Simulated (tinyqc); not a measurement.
Metal-induced gap states at the contact of a metal chain and a two-band chain: sweeps and comparisons. A value that a table varies takes the place of the one given here.

The semiconductor alternates sites A at -Eg/2 and C at +Eg/2 with hopping -t; the gap runs from -Eg/2 to Eg/2. In the gap cosh(q a) = 1 + (Eg^2/4 - E^2)/(2 t^2) and the amplitude changes by -exp(-q a) a period. The metal has site energy 0 and hopping -tm; its end site has g_m = (E - i sqrt(4 tm^2 - E^2))/(2 tm^2). Sites 1, 2, ... count into the semiconductor, with energies e1, e2 alternating. The clean half chain has g1 = 1/(E - e1 - t^2 g2), g2 = 1/(E - e2 - t^2 g1), decaying root. With the contact G11 = 1/(1/g1 - tc^2 g_m), and the density on site j is -Im G_jj/pi = |psi_j/psi_1|^2 (-Im G11/pi), per spin, with psi_2/psi_1 = -t g2, psi_3/psi_2 = -t g1.

Constants: e^2/(4 pi eps0) = 14.39964547 eV angstrom.

Parameters, chosen for this exercise (gap and optical dielectric constant near those of SiO2; the chain itself is a model; not measured data):
```
symbol  value  unit      meaning
Eg      8.64   eV        gap
t       2.07   eV        hopping in the semiconductor
tm      3.25   eV        hopping in the metal
tc      2.47   eV        hopping across the contact
end     C                site that touches the metal
a       3.1    angstrom  period (two sites); one chain for each area a^2
eps     2.2              dielectric constant
E       -0.29  eV        energy from mid-gap
```

## Across the gap

E = f Eg. Share on C: the part of the summed density that lies on C sites, whose orbitals make the conduction edge.

Gap states:
```
f      E (eV)  xi = 1/(2q) (angstrom)  D1 (1/eV)  D2 (1/eV)  sum (1/eV)  share on C
-0.48  -4.147                    2.69     0.0014     0.0383      0.0580       0.035
-0.40  -3.456                    1.31     0.0047     0.0131      0.0196       0.266
-0.30  -2.592                    1.02     0.0080     0.0070      0.0157       0.533
-0.15  -1.296                    0.88     0.0132     0.0042      0.0179       0.757
0.00    0.000                    0.85     0.0199     0.0032      0.0237       0.861
0.15    1.296                    0.88     0.0298     0.0028      0.0336       0.915
0.30    2.592                    1.02     0.0467     0.0026      0.0518       0.948
0.40    3.456                    1.31     0.0669     0.0023      0.0764       0.967
0.48    4.147                    2.69     0.0995     0.0011      0.1471       0.989
```

How do the results move?

The decay length xi of the density is shortest at mid-gap, 0.85 angstrom, and grows to 2.7 near the edges. The summed density is least at f = -0.3 (0.0157) and largest at f = 0.48 (0.1471 1/eV). The share on C goes from 0.04 to 0.99 and passes one half near f = -0.312, a point that depends on which site ends the chain. The states turn from valence-like to conduction-like across the gap; the branch point, where the decay is fastest, lies at mid-gap in this symmetric chain and is the usual estimate of the neutrality level.

## Wider gaps pin less

E = 0; Eg is varied and eps follows 1 + (eps0 - 1)(Eg0/Eg), with the given Eg and eps as Eg0 and eps0. xi = 1/(2q), N = 2 (summed density)/a^2, S = 1/(1 + 4 pi e^2 N xi/eps).

Against the gap:
```
Eg (eV)    eps  xi (angstrom)  summed density (1/eV)      S  S at fixed eps
0.50     21.74          12.84                 0.6287  0.067           0.007
0.75     14.82           8.57                 0.4170  0.099           0.016
1.10     10.43           5.85                 0.2819  0.144           0.034
1.50      7.91           4.30                 0.2043  0.193           0.062
2.30      5.51           2.83                 0.1293  0.286           0.138
3.40      4.05           1.94                 0.0831  0.400           0.266
5.50      2.89           1.24                 0.0455  0.575           0.508
9.00      2.15           0.82                 0.0222  0.757           0.761
```

What does this show, and why?

From Eg = 0.5 to 9 eV xi falls by a factor 15.6 and the summed density by 28.3, so at fixed eps S rises from 0.01 to 0.76. The weaker screening of wide-gap solids works against this: with it S goes from 0.07 to 0.76.

## Weakening the contact bond

At the given E, tc is varied, as by a thin spacer. xi = 1/(2q), N = 2 (summed density)/a^2, S = 1/(1 + 4 pi e^2 N xi/eps) with xi and eps kept.

Against tc:
```
tc (eV)  D1 (1/eV)  summed density (1/eV)       S
0.10       0.00003                0.00004  0.9994
0.25       0.00020                0.00025  0.9964
0.50       0.00081                0.00098  0.9858
0.80       0.00207                0.00252  0.9645
1.20       0.00466                0.00567  0.9236
1.80       0.01030                0.01254  0.8454
2.50       0.01852                0.02255  0.7527
3.50       0.02812                0.03423  0.6671
```

How do the results move?

For a weak bond the density goes as tc^2 (ratio 6.25 between 0.25 and 0.1 eV, against 6.25). It is largest at tc = 3.5 eV among these rows, the end of the table; the peak may lie just before or beyond it. S is 0.999 at 0.1 eV and has its least value, 0.667, in that row.

## What each parameter does

xi = 1/(2q), summed density, and S = 1/(1 + 4 pi e^2 N xi/eps), N = 2 (summed density)/a^2. Each row changes one parameter from the base and keeps the others.

Results:
```
case           xi (angstrom)  summed density (1/eV)       S
base                   0.852                0.02211  0.7563
Eg = 9.504 eV          0.790                0.01909  0.7947
t = 2.277 eV           0.919                0.02166  0.7458
tm = 3.575 eV          0.852                0.02038  0.7709
tc = 2.717 eV          0.852                0.02563  0.7280
eps = 2.42             0.852                0.02211  0.7734
end = A                0.852                0.02549  0.7291
```

How do the results move?

The largest shifts from the base row, up to three for each result and ties (the steps differ in size, so this ranks the rows, not the parameters). xi (angstrom): t +0.068, Eg -0.061; unchanged at the printed digits by tm, tc, eps and end. summed density (1/eV): tc +0.00352, end +0.00338, Eg -0.00302; unchanged at the printed digits by eps. S: Eg +0.0385, tc -0.0282, end -0.0272. The decay length belongs to the semiconductor alone; the metal and the contact set only the amplitude.

tinyqc: `OMP_NUM_THREADS=1 python tinyqc.py 1452399 1452400 out.jsonl`; about 0.01 s, one thread, shared Intel(R) Xeon(R) Processor @ 2.30GHz.
